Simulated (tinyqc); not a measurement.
Bias-temperature instability, empirical power law with universal recovery: two steps of the calculation.

Threshold-voltage shift at the end of a stress: dV = A (V/V0)^g exp[-(Ea q/kB)(1/T - 1/T0)] (t/1 s)^n. After a delay tr the permanent share pp stays and the rest falls by r = 1/(1 + B (tr/t)^be). An empirical model: its parameters are fits, not properties.

Values chosen for this exercise: reference stress voltage V0 = 1.7 V; reference temperature T0 = 398 K; shift after 1 s at V0 and T0 A = 13 mV; time exponent n = 0.17; voltage exponent g = 5; apparent activation energy of the shift Ea = 0.13 eV; permanent share pp = 0.43; recovery scale B = 3.6; recovery dispersion be = 0.23; use voltage V = 0.95 V; use temperature T = 378 K; failure criterion dc = 70 mV; delay before the measurement tr = 0.1 s.

Constants: q = 1.602176634e-19 C, kB = 1.380649e-23 J/K. Results are converted to the units shown.

Question 1. Shift and lifetime at use conditions. The lifetime solves dV = dc; ten years are 3.15576e8 s.

Find: voltage factor; temperature factor; shift after ten years; lifetime; largest voltage for ten years.

Answer 1.

voltage factor = 0.05450
temperature factor = 0.8183
shift after ten years = 16.15 mV
lifetime = 5.588e4 years
largest voltage for ten years = 1.274 V

The device passes: the shift at ten years is below dc. A lifetime beyond 100 years is a far extrapolation of the power law. In time the voltage exponent is g/n = 29.4 and the activation energy Ea/n = 0.765 eV.

Question 2. What a delayed measurement sees. At V0 and T0, measured shift = dV [pp + (1 - pp) r]; the apparent exponent is the slope of ln(shift) against ln t between the first and last point.

t, point 0 to 2 (s): [1, 10, 100]

Find: dV; share left; measured; apparent n.

Answer 2.

dV, point 0 to 2 (mV): [13.00, 19.23, 28.44]
share left, point 0 to 2: [0.6127, 0.6835, 0.7585]
measured, point 0 to 2 (mV): [7.965, 13.14, 21.57]
apparent n = 0.2164

The delay hides 24.1 % of the last shift and raises the exponent from 0.17 to 0.216, since short stresses recover by a larger share.

Program tinyqc, `OMP_NUM_THREADS=1 python tinyqc.py 2070136 2070137 out.jsonl`; Intel Xeon 2.30GHz, shared host, one thread, about 0.01 s.
